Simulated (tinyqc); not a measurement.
# Diffusion length from constant photovoltage

Inverse problem. In a thick sample with a thin depletion layer the excess density at its edge goes as flux/(1/alpha + L), so the flux needed for a fixed surface photovoltage is proportional to 1/alpha + L. Find L.

photon flux for the same photovoltage at absorption coefficients 63 and 670 1/cm (relative units): [225.73016, 81.925373]

Answer. The line of flux against 1/alpha meets zero at -L.

slope against 1/alpha = 1.000 1/um
L = 67.00 um

tinyqc, about 0.01 s, one thread, Intel Xeon 2.30GHz (shared host): `OMP_NUM_THREADS=1 python tinyqc.py 2430009 2430010 out.jsonl`
